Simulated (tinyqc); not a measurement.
Inside a calculation. Model: valence-band offset from core levels (Kraut method), with the dipole against the affinity rule.

Program tinyqc, `OMP_NUM_THREADS=1 python tinyqc.py 2410014 2410015 out.jsonl`; Intel Xeon 2.30GHz, shared host, one thread, about 0.01 s. Printed values are rounded.

Binding energies are counted downwards from the Fermi level. dEv > 0 means that the valence edge of B lies below that of A, dEc > 0 that the conduction edge of B lies above that of A; dEc + dEv = EgB - EgA. The spectra are made-up values treated as data.

Values chosen for this exercise; gaps and affinities close to those of silicon (A) and aluminium oxide (B):
```
symbol,value,unit,meaning
EgA,1.14,eV,gap of the substrate A
EgB,8.89,eV,gap of the overlayer B
chiA,4.03,eV,electron affinity of A
chiB,1,eV,electron affinity of B
cA,35.4,eV,core level of bare A
cB,68.5,eV,core level of thick B
vB,2.31,eV,valence-band maximum of thick B
ei,6.1,,relative permittivity inside the dipole layer
dd,0.19,nm,thickness of the dipole layer
iA,35.71,eV,core level of A under a thin film of B
iB,71.68,eV,core level of B in that thin film
bg,55,,background counts in the gap
```

Constants: q = 1.602176634e-19 C, eps0 = 8.8541878128e-14 F/cm where lengths are in cm. Results are converted to the units shown.

## Valence-band maximum of bare A

```
point  binding energy (eV)  counts on the leading edge
0                     1.03                         196
1                     1.15                         258
2                     1.27                         336
3                     1.39                         397
4                     1.51                         456
5                     1.63                         510
```

Fit a straight line to the leading edge by least squares; the maximum vA lies where it meets the background.

slope = 529.762 counts/eV
intercept = -345.750 counts
vA = 0.756472 eV

## Offsets

dEv = (iB - iA) - (cB - vB) + (cA - vA), dEc = EgB - EgA - dEv.

cA - vA = 34.6435 eV
cB - vB = 66.19 eV
iB - iA = 35.97 eV
dEv = 4.42353 eV
dEc = 3.32647 eV

The alignment is type I (straddling). Both offsets exceed 1 eV, the usual requirement for a gate dielectric. A rigid shift of all levels, by charging or doping, cancels in the differences.

## Interface dipole

The affinity rule gives dEc(0) = chiA - chiB; the dipole step is D = dEc - dEc(0), and two sheets of opposite charge dd apart hold N = eps0 ei |D|/(q dd).

dEc(0) = 3.03 eV
D = 0.296472 eV
N = 5.26015e13 cm^-2
field in the dipole layer = 15.6038 MV/cm

N is 0.075 elementary charges for each of about 7e14 surface atoms per cm^2.
